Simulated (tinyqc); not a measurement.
Printed widths: electron-beam lithography: double-Gaussian proximity function, edge placement and dose correction for parallel lines. Computed by tinyqc, a small Python program. Command: `OMP_NUM_THREADS=1 python tinyqc.py 3110913 3110914 out.jsonl proximity walk`. One thread of a shared host (Intel(R) Xeon(R) Processor @ 2.30GHz), about 0.01 s of CPU time with the checks.

Lines are infinitely long. Absorbed energy is counted so that the middle of a very large area written at dose 1 receives 1; the resist develops where it exceeds 1/2.

Inputs (values chosen for the exercise, of the order of those for 30 keV electrons in resist on silicon): forward range alpha = 0.013 micrometre; backscatter range beta = 4.9 micrometre; backscatter ratio eta = 0.88.

line widths (micrometre): [0.095, 2.8, 0.57, 0.068]

gaps between the lines (micrometre): [0.42, 0.68, 0.069]

Method:
- The first line starts at x = 0; each next one starts after the width and the gap.
- f(r) = [exp(-r^2/alpha^2)/alpha^2 + eta exp(-r^2/beta^2)/beta^2]/(pi (1 + eta)). A line from a to b at dose d gives E(x) = d [S(alpha) + eta S(beta)]/(1 + eta), S(s) = [erf((b - x)/s) - erf((a - x)/s)]/2.
- M_ij is the mean of E at the two edges of line i from line j at dose 1.
- Uncorrected edge energies are M 1. Solve M d = 1/2 for the doses d that put the mean edge energy of every line at the threshold.
- Edges are the roots of E(x) = 1/2 between a line centre and the middle of the next gap. Three cases: dose 1 everywhere; one common dose equal to the mean of d; the corrected doses.

Lines (micrometre):
```
line,left edge,right edge,centre
1,0.000,0.095,0.0475
2,0.515,3.315,1.9150
3,3.995,4.565,4.2800
4,4.634,4.702,4.6680
```

corrected doses: 1 1.22812, 2 1.15354, 3 1.20333, 4 1.24267

Width error, printed less drawn (nm):
```
line,drawn width (nm),dose 1,mean dose,corrected
1,95,-7.5563,0.0778,9.70e-05
2,2800,-5.9964,1.5344,9.60e-05
3,570,-7.0864,0.5148,5.04e-04
4,68,-7.9363,-0.2699,7.20e-05
```

What follows from these numbers?

With the common mean dose the errors span 1.8 nm. With corrected doses the largest error is below 0.01 nm.

Extremes, crossings and ranges named in words are read from the listed rows.
